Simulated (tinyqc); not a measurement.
Quantum against classical capture: non-radiative capture by multiphonon emission, one effective mode. Computed by tinyqc, a small Python program. Command: `OMP_NUM_THREADS=1 python tinyqc.py 3016083 3016084 out.jsonl capture walk`. One thread of a shared host (Intel(R) Xeon(R) Processor @ 2.30GHz), about 0.01 s of CPU time with the checks.

The initial state (free carrier plus empty centre) lies dE above the final state; both have the same frequency and are displaced by dQ.

Inputs (values chosen for the exercise, with mass, screening and phonons like those of CdTe):
```
quantity,value,unit
energy released dE,0.212,eV
phonon energy hbar omega,11.8,meV
Huang-Rhys factor S,7.48,-
electron-phonon coupling W,0.017,eV/(u^(1/2) angstrom)
cell volume V,1060,angstrom^3
degeneracy g,2,-
broadening b,9.4,meV
temperature T,300,K
```

Centre: neutral.

Constants: hbar^2/u = 4.18015928e-03 eV angstrom^2; k_B = 8.617333262e-05 eV/K; hbar = 6.582119569e-16 eV s.

Method:
- dQ = sqrt(2 S (hbar^2/u)/hbar omega); relaxation energy lambda = S hbar omega; phonons needed P = dE/hbar omega; classical barrier E_b = (dE - lambda)^2/(4 lambda); occupation n = 1/(exp(hbar omega/k_B T) - 1).
- M_p = sum_m w_m <m_i|Q|(m + p)_f>^2 with Q counted from the final minimum and Boltzmann weights w_m for m = 0..24; <m_i|Q|k_f> = sqrt((hbar^2/u)/(2 hbar omega)) [sqrt(k) <m|k-1> + sqrt(k+1) <m|k+1>], with overlaps of oscillators displaced by d = sqrt(2 S) summed on 1500 points from -16 to 16 + d.
- The delta function is a Gaussian of standard deviation b at dE - p hbar omega.
- C_0 = V (2 pi/hbar) g W^2 sum_p M_p Gaussian_p. Here the sum runs over all p.
- Classical (Marcus) form: replace the sum by Q_c^2 exp(-E_b/k_B T)/sqrt(4 pi lambda k_B T), Q_c = dQ (dE + lambda)/(2 lambda).
- For a neutral centre the Sommerfeld factor is 1.
- The last column is -k_B d ln C_0/d(1/T) from this row and the one above.

dQ = 2.30208 u^(1/2) angstrom

lambda = 0.088264 eV

classical barrier E_b = 0.0433659 eV

Against temperature:
```
T (K),"C_0, quantum (cm^3/s)","C_0, classical (cm^3/s)",Sommerfeld factor,activation energy (eV)
11,4.4877e-09,3.7427e-26,1,-
21,4.5244e-09,7.8346e-17,1,1.6191e-05
34,4.9528e-09,5.8704e-13,1,4.2815e-04
55,7.0911e-09,1.3140e-10,1,2.7541e-03
82,1.2568e-08,2.1892e-09,1,8.2378e-03
120,2.4989e-08,1.2636e-08,1,1.5337e-02
190,5.5737e-08,4.7078e-08,1,2.2516e-02
300,1.0130e-07,9.8949e-08,1,2.6677e-02
```

At 11.0 K the quantum value is 1.2e17 times the classical one: C_0 comes from tunnelling out of the lowest level and hardly depends on T. At 300 K the ratio is 1.0. The largest apparent activation energy is 0.027 eV against the classical barrier of 0.043 eV, so an Arrhenius fit understates the barrier, through tunnelling and the broadening b at low T and the T^(-1/2) prefactor at high T.

Extremes, crossings and ranges named in words are read from the listed rows.
